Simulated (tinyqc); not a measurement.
Round nanowire with a gate all round, subbands and threshold shift from confinement: two steps of the calculation.

Undoped body with a flat potential across it, hard walls, transport along x. One isotropic valley (g = 1, mx = my = mz = me). Non-parabolicity enters the subband edges through E (1 + al E) = gamma, so E = 2 gamma/(1 + sqrt(1 + 4 al gamma)); motion within a subband is taken as parabolic with the band-edge mass. Energies are counted from the bulk band edge.

Inputs (values chosen for the exercise); masses close to those of In0.53Ga0.47As:
- T = 77 K (temperature)
- me = 0.0411 m0 (mass at the band edge)
- al = 1.3 1/eV (non-parabolicity)
- t = 11.4 nm (diameter)
- dl = 0 nm (widening of the box by penetration into the insulator)

Constants: q = 1.602176634e-19 C, kB = 1.380649e-23 J/K, hbar = 1.054571817e-34 J s, m0 = 9.1093837015e-31 kg, Vt = kB T/q, hbar^2/(2 m0) = 0.0380998212 eV nm^2. Results are converted to the units shown.

Question 1. Lowest subbands. gamma = C (2 z/(t + dl))^2 (1/my + 1/mz)/2, z the zeros of the Bessel functions J_l (2.404826, 3.831706, 5.135622, 5.520078, ...), twofold for l > 0; the mean inverse mass is an approximation for anisotropic valleys, C = hbar^2/(2 m0). List the 6 lowest, labelled by quantum numbers, with degeneracy g and N_k: N_k = g sqrt(2 mx m0 kB T/(pi hbar^2)).

Wanted: E_k; g; N_k.

Answer 1.

```
subband  E_k (eV)  g  N_k (cm^-1)
0,1        0.1397  1      4.773e5
1,1        0.3011  2      9.547e5
2,1        0.4679  2      9.547e5
0,2        0.5191  1      4.773e5
3,1        0.6358  2      9.547e5
1,2        0.7236  2      9.547e5
```

Question 2. Threshold shift. Each subband has N_k = g sqrt(2 mx m0 kB T/(pi hbar^2)); without degeneracy n = exp(EF/Vt) sum N_k exp(-E_k/Vt). Classical value Nc times pi t^2/4, Nc = sum over valleys of 2 g (m m0 kB T/(2 pi hbar^2))^1.5 with m = (mx my mz)^(1/3). Threshold shift dVT = Vt ln(classical value/sum N_k exp(-E_k/Vt)). Use the subbands listed.

```
subband    E_k (eV)  N_k (cm^-1)
0,1      0.13965205  4.7732734e5
1,1      0.30106950  9.5465469e5
2,1      0.46790434  9.5465469e5
0,2      0.51910008  4.7732734e5
3,1      0.63584545  9.5465469e5
1,2      0.72360775  9.5465469e5
```

Give: shares; sum N_k exp(-E_k/Vt); Nc; classical value; dVT.

Answer 2.

shares, subband 0,1 to 1,2 (%): 100.0  0.0  0.0  0.0  0.0  0.0
sum N_k exp(-E_k/Vt) = 3.454e-4 cm^-1
Nc = 2.719e16 cm^-3
classical value = 2.775e4 cm^-1
dVT = 120.8 mV

Range of the model: Non-parabolicity also makes carriers heavier within each subband, which is left out, so densities of states are understated at high energy.

tinyqc, about 0.1 s, one thread, Intel Xeon 2.30GHz (shared host): `OMP_NUM_THREADS=1 python tinyqc.py 2350012 2350013 out.jsonl`
